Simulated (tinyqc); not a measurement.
Extended Hueckel theory, for H6+, step by step. The parameters take no account of the charge, which enters only through the electron count. Computed by tinyqc, a small Python program that keeps every step (integrals from PySCF). Settings: charge = 1, K = 1.5, multiplicity = 2. Command: `OMP_NUM_THREADS=1 python tinyqc.py 26772 26773 out.jsonl` (the two numbers bound the seeds that draw the settings). One thread of a shared host (Intel(R) Xeon(R) Processor @ 2.60GHz), about 0.01 s of CPU time with the checks.

## Overlaps

Geometry (angstrom):
```
atom         x         y         z
H     0.000000  0.000000  0.000000
H     0.000000  0.000000  0.908000
H     0.000000  0.000000  1.987000
H     0.000000  0.000000  2.895000
H     0.000000  0.000000  3.975000
H     0.000000  0.000000  4.883000
```

Parameters chosen for this run:
```
element  shell  Slater exponent   H_ii (eV)
H           1s         1.300000  -13.600000
```

Slater orbitals, each expanded in six Gaussians scaled to its exponent.

overlap S:
```
          1H 1s     2H 1s     3H 1s     4H 1s     5H 1s     6H 1s
1H 1s  1.000000  0.525398  0.104865  0.020360  0.002319  0.000302
2H 1s  0.525398  1.000000  0.423093  0.104865  0.014651  0.002319
3H 1s  0.104865  0.423093  1.000000  0.525398  0.104686  0.020321
4H 1s  0.020360  0.104865  0.525398  1.000000  0.422534  0.104686
5H 1s  0.002319  0.014651  0.104686  0.422534  1.000000  0.525398
6H 1s  0.000302  0.002319  0.020321  0.104686  0.525398  1.000000
```

## Wolfsberg-Helmholz matrix

diagonal H_ii (eV): 1H 1s -13.600000, 2H 1s -13.600000, 3H 1s -13.600000, 4H 1s -13.600000, 5H 1s -13.600000, 6H 1s -13.600000

K = 1.500000

H_ij = K' S_ij (H_ii + H_jj)/2 for i != j (the diagonal keeps H_ii), with K' = 1.5.

H (eV):
```
            1H 1s       2H 1s       3H 1s       4H 1s       5H 1s       6H 1s
1H 1s  -13.600000  -10.718126   -2.139238   -0.415343   -0.047315   -0.006151
2H 1s  -10.718126  -13.600000   -8.631101   -2.139238   -0.298874   -0.047315
3H 1s   -2.139238   -8.631101  -13.600000  -10.718126   -2.135602   -0.414556
4H 1s   -0.415343   -2.139238  -10.718126  -13.600000   -8.619692   -2.135602
5H 1s   -0.047315   -0.298874   -2.135602   -8.619692  -13.600000  -10.718126
6H 1s   -0.006151   -0.047315   -0.414556   -2.135602  -10.718126  -13.600000
```

## Orbitals

valence electrons = 5

Solve H C = S C e through S^(-1/2); fill by pairs from the bottom, a degenerate level sharing its electrons equally; each orbital has its largest coefficient positive (the first on a tie).

orbital energies (eV): -17.033592  -16.121587  -14.354643  -9.071692  -3.209330  4.784366

occupations: 2.000000  2.000000  1.000000  0.000000  0.000000  0.000000

coefficients:
```
            MO1        MO2        MO3        MO4        MO5        MO6
1H 1s  0.193184  -0.371126   0.468820   0.617663  -0.669780   0.438917
2H 1s  0.288659  -0.395612   0.211358  -0.382392   0.843318  -0.778394
3H 1s  0.356608  -0.140978  -0.424414  -0.552600  -0.319143   1.027982
4H 1s  0.356399   0.141186  -0.424799   0.552796  -0.320631  -1.026783
5H 1s  0.288166   0.396213   0.211143   0.382257   0.844696   0.776159
6H 1s  0.192838   0.371675   0.468398  -0.617353  -0.670881  -0.437703
```

sum of one-electron energies = -80.665001 eV

## Mulliken analysis

P = C n C^T; charge = valence electrons (H 1) minus the sum of (P S)_ii on the atom; overlap population = 2 sum P_ij S_ij between two atoms.

charges: 1H 0.164179, 2H 0.115627, 3H 0.220456, 4H 0.220505, 5H 0.115366, 6H 0.163867

Overlap populations:
```
pair      value
2-1    0.529876
3-1    0.009113
3-2    0.192692
4-1   -0.006770
4-2    0.000894
4-3    0.414720
5-1   -0.000389
5-2   -0.003003
5-3    0.000879
5-4    0.192329
6-1    0.000011
6-2   -0.000388
6-3   -0.006749
6-4    0.009093
6-5    0.530192
```
